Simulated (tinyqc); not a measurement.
Inside a calculation: ellipsoidal valleys in the axes of a wafer and a channel. Values are carried at full precision from step to step, so a last printed digit may differ when a step is redone from the rounded ones.

Valleys with axes a along [111], [1-1-1], [-11-1] and [-1-11], one whole valley each; inverse mass tensor w = 1/mt + (1/ml - 1/mt) a a. Device axes: z = nz/|nz|, x = nx/|nx|, y = z cross x; in them a = (ax, ay, az). Confinement mass mz = 1/w_zz. In the plane w_ij is replaced by u_ij = w_ij - w_iz w_jz/w_zz (i, j = x, y); density-of-states mass md = 1/sqrt(det u); conductivity mass along x mc = 1/u_xx; ballistic transport mass mx = u_yy/det u, width mass my = 1/u_yy.

Constants: hbar^2/2m0 = 3.80998211 eV angstrom^2; kB = 8.617333262e-05 eV/K.

Inputs chosen for the exercise (near those of the L valleys of Ge; shifted at random, so the results belong to these values and not to a real crystal):
```
symbol  value       unit  meaning
ml      1.573       m0    longitudinal mass
mt      0.079       m0    transverse mass
nz      (1, 1, 2)         surface normal (confinement)
nx      (1, 1, -1)        channel direction
t       7.5         nm    thickness of the film
T       77          K     temperature
```

## Device axes and valley axes

Give the rows x, y, z in cubic components and each valley axis in device components.

device axes:
```
,[100],[010],[001]
x,0.5774,0.5774,-0.5774
y,-0.7071,0.7071,0.0000
z,0.4082,0.4082,0.8165
```

valley axes:
```
,ax,ay,az
[111],0.33333,0.00000,0.94281
[1-1-1],0.33333,-0.81650,-0.47140
[-11-1],0.33333,0.81650,-0.47140
[-1-11],-1.00000,0.00000,0.00000
```

## Tensors of the valley [111]

Form w and the reduced tensor u.

w (1/m0):
```
,x,y,z
x,11.3224,0.0000,-3.7783
y,0.0000,12.6582,0.0000
z,-3.7783,0.0000,1.9716
```

u (1/m0):
```
,x,y
x,4.0816,0.0000
y,0.0000,12.6582
```

The axis is tilted against the normal, so w_xz or w_yz is not zero and the reduction changes the masses in the plane.

## Masses of all valleys

Give mz, md, mc, mx and my.

Masses (m0):
```
valley,mz,md,mc,mx,my
[111],0.5072,0.1391,0.2450,0.2450,0.0790
[1-1-1],0.1001,0.3131,0.0912,0.2450,0.4002
[-11-1],0.1001,0.3131,0.0912,0.2450,0.4002
[-1-11],0.0790,0.3525,1.5730,1.5730,0.0790
```

mz md^2 = ml mt^2 = 0.00982 for every valley, so a heavy confinement mass comes with a small density of states. The heaviest mz is 0.507, for [111].

## Subbands and shares in a film

Hard walls: E_n = c (n pi/t)^2/mz, c = hbar^2/2m0, n = 1, 2, 3. Non-degenerate share of a valley proportional to md sum_n exp(-E_n/kT); mean 1/mc = sum of share/mc. 1 nm = 10 angstrom.

Give the ladders, the shares and the mean conductivity mass.

Subbands:
```
valley,E1 (meV),E2 (meV),E3 (meV),share
[111],13.2,52.7,118.6,0.999
[1-1-1],66.8,267.0,600.8,0.001
[-11-1],66.8,267.0,600.8,0.001
[-1-11],84.6,338.5,761.6,0.000
```

mean mc = 0.2444 m0

The lowest ladder ([111]) holds 100 % of the electrons in these valleys, the next starts 54 meV higher.

## Checks

- mz md^2 against ml mt^2: they agree to 1e-10 or better.
- mx my against md^2: they agree to 1e-10 or better.

Run: tinyqc, `OMP_NUM_THREADS=1 python tinyqc.py 1850971 1850972 out.jsonl`; Intel(R) Xeon(R) Processor @ 2.30GHz, one thread, shared host; about 0.01 s of CPU time with all checks.
